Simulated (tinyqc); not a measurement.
AlGaN/GaN HEMT with access regions, lumped model: one step of the calculation.

A polarisation-induced electron sheet under a Schottky gate, in series with two ungated access regions and contacts. Drift law v = mu E/(1 + mu E/vs) under the gate. Currents in mA/mm, resistances in ohm mm. No self-heating, no channel-length modulation; fits for polarisation, barrier and offset are chosen for the exercise.

Task. On-resistance and breakdown. sigma = (5e13 x + 1.6e13 x^2) cm^-2, phiB = 0.84 + 1.3 x, dEc = 0.7 (1.71 x + x^2) in volts, Cb = eps0 eps_r/d, VT = phiB - dEc - q sigma/Cb, access density n0 = -Cb VT/q. Ron = 2 Rc + Ls/(q mu n0) + Ld/(q mu (1 - ft) n0) + Lg/(mu Cb (Vg - VT)). Off state: a depleted stretch that holds the voltage V has the peak field sqrt(k V), k = 2 q n0/(eps0 eps_r te), so one edge holds V1 = Ec^2/k. The sheet under the plate pinches off at Vf = q n0 (1/Cb + tf/(eps0 ei)); beyond it the gate edge is screened. BV = V1 if Vf >= V1, else Vf + V1, and at most Ec Ld. Specific resistance Ron (Ls + Lg + Ld); figure of merit BV^2 over it.

Parameters, values chosen for the exercise; values close to those of AlGaN/GaN structures: aluminium share of the barrier x = 0.34; barrier thickness d = 30 nm; relative permittivity of barrier and channel eps_r = 9; channel mobility mu = 1400 cm^2/(V s); saturation velocity vs = 1.5e7 cm/s; gate length Lg = 1 um; source access length Ls = 1.5 um; drain access length Ld = 4 um; resistance of each contact Rc = 0.28 ohm mm; share of the drain-access electrons removed by traps ft = 0.27; gate voltage Vg = 0.5 V; critical field Ec = 3 MV/cm; depth over which the depleted charge spreads te = 0.43 um; insulator under the field plate tf = 100 nm; relative permittivity of that insulator ei = 7.5.

Constants: q = 1.602176634e-19 C, eps0 = 8.8541878128e-14 F/cm where lengths are in cm. Results are converted to the units shown.

Give: Ron; Vf; V1; BV; specific resistance; figure of merit.

Result.

Ron = 2.577 ohm mm
Vf = 52.88 V
V1 = 54.89 V
BV = 107.8 V
specific resistance = 0.1675 mohm cm^2
figure of merit = 69.32 MW/cm^2

The plate raises BV by a factor of 1.96.

Program tinyqc, `OMP_NUM_THREADS=1 python tinyqc.py 2570167 2570168 out.jsonl`; Intel Xeon 2.30GHz, shared host, one thread, about 0.05 s.
